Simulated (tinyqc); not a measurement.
Choice of the trial orbital: Wannier function of the lower band of a two-orbital chain.

H(k) = [[-d/2 - 2 ta cos k, -t1 - t2 exp(-ik)], [-t1 - t2 exp(ik), d/2 - 2 tb cos k]], k in 1/a, Bloch sums with exp(ikR) and without the positions inside the cell. Mesh k_j = 2 pi j/N. Projection gauge: each lower eigenvector u is multiplied by the phase that makes <trial|u> real and positive (the one-band case of Loewdin orthogonalisation). Wannier amplitudes w(R) = (1/N) sum_k exp(ikR) u(k); hoppings H(R) = (1/N) sum_k exp(-ikR) E(k).

Parameters, chosen for this exercise: d = -0.5 eV (A at -d/2, B at +d/2); t1 = 2.18 eV (A-B in the cell); t2 = 1.14 eV (B to A of the next cell); ta = 0.38 eV (A-A between cells); tb = -0.01 eV (B-B between cells); xb = 0.33 a (position of B (A at 0)).

N = 16. Centre, Omega_I and Omega_D from overlaps (b = 2 pi/N, M_j = u_j^+ diag(1, exp(-i b xb)) u_(j+1); Omega_D = (1/(N b^2)) sum (arg M_j + b centre)^2).

Trial angle:

| th (deg) | smallest projection | centre (a) | Omega_I (a^2) | Omega_D (a^2) |
|---|---|---|---|---|
| 0 | 0.488 | 0.2300 | 0.06916 | 0.10092 |
| 15 | 0.697 | 0.2300 | 0.06916 | 0.04117 |
| 30 | 0.859 | 0.2300 | 0.06916 | 0.01652 |
| 60 | 0.952 | 0.2300 | 0.06916 | 0.00028 |
| 75 | 0.855 | 0.2300 | 0.06916 | 0.00175 |
| 90 | 0.692 | 0.2300 | 0.06916 | 0.01242 |

Give the missing row, th (deg) = 45.

Computed row:
```
th (deg)  smallest projection  centre (a)  Omega_I (a^2)  Omega_D (a^2)
45                      0.954      0.2300        0.06916        0.00489
```

Omega_I is the same for all. Omega_D is smallest at 60 degrees (0.00028) and largest at 0 (0.10092). The centre does not move.

Program tinyqc; command `OMP_NUM_THREADS=1 python tinyqc.py 1482092 1482093 out.jsonl`; about 0.1 s on one thread of a shared Intel(R) Xeon(R) Processor @ 2.30GHz.
